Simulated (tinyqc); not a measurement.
Diffusion length from constant photovoltage.

Problem. In a thick sample with a thin depletion layer the excess density at its edge goes as flux/(1/alpha + L), so the flux needed for a fixed surface photovoltage is proportional to 1/alpha + L. Find L.

photon flux for the same photovoltage at absorption coefficients 82 and 900 1/cm (relative units): [129.55122, 18.711111]

Answer. The line of flux against 1/alpha meets zero at -L.

slope against 1/alpha = 1.000 1/um
L = 7.600 um

Computed by the program tinyqc: `OMP_NUM_THREADS=1 python tinyqc.py 2430062 2430063 out.jsonl`, one thread of a shared Intel Xeon 2.30GHz, about 0.01 s for the whole run.
